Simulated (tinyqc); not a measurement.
Gate sheet resistance from two finger widths.

Inverse problem. At low frequency R = Rsh Wf/(3 L) + B/Wf, where B collects the channel and vertical terms. Find Rsh, B and the width of lowest R.

Parameters, values chosen for the exercise: channel length L = 0.095 um.

input resistance of single fingers, contacted at one end, of width 0.85 and 12 um (ohm): 112.02890  276.05702

Solution. R Wf is a straight line in Wf^2; the minimum of R lies where both terms are equal.

Rsh = 6.400 ohm/square
B = 79.00 ohm um
width of lowest R = 1.876 um

Numbers from tinyqc (`OMP_NUM_THREADS=1 python tinyqc.py 2262240 2262241 out.jsonl`; about 0.01 s on one thread of a shared Intel Xeon 2.30GHz).
